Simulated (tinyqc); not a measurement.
Length of a molecular wire: coherent transport through a tight-binding bridge. Computed by the program tinyqc. T = Gamma_L Gamma_R |G_1n|^2 with the self-energies of semi-infinite chains.

A uniform bridge between two chains:
```
parameter                        value
site energy (eV)              0.420000
hopping in the bridge (eV)    0.840000
lead hopping (eV)             2.460000
couplings (eV)              0.51, 0.63
E (eV)                       -0.140000
```

Transmission against length:
```
sites           T    ln T
2      2.4944e-01  -1.389
3      8.5510e-02  -2.459
4      7.9926e-01  -0.224
5      1.0193e-01  -2.283
6      1.4411e-01  -1.937
7      3.5130e-01  -1.046
8      8.2750e-02  -2.492
9      5.5343e-01  -0.592
10     1.1687e-01  -2.147
```

What does the comparison show, and why?

E lies inside the band of the bridge (|E - e|/2h = 0.333 < 1): T does not decay but oscillates with length, between 0.083 and 0.799 here, as levels of the bridge pass E.
